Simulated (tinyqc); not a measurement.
## Gate sheet resistance from two finger widths

Problem. At low frequency R = Rsh Wf/(3 L) + B/Wf, where B collects the channel and vertical terms. Find Rsh, B and the width of lowest R.

Parameters, values chosen for the exercise: channel length L = 0.27 um.

input resistance of single fingers, contacted at one end, of width 1.6 and 8.6 um (ohm): [58.479938, 174.87654]

Answer. R Wf is a straight line in Wf^2; the minimum of R lies where both terms are equal.

Rsh = 16.00 ohm/square
B = 43.00 ohm um
width of lowest R = 1.475 um

Program tinyqc, `OMP_NUM_THREADS=1 python tinyqc.py 2262154 2262155 out.jsonl`; Intel Xeon 2.30GHz, shared host, one thread, about 0.01 s.
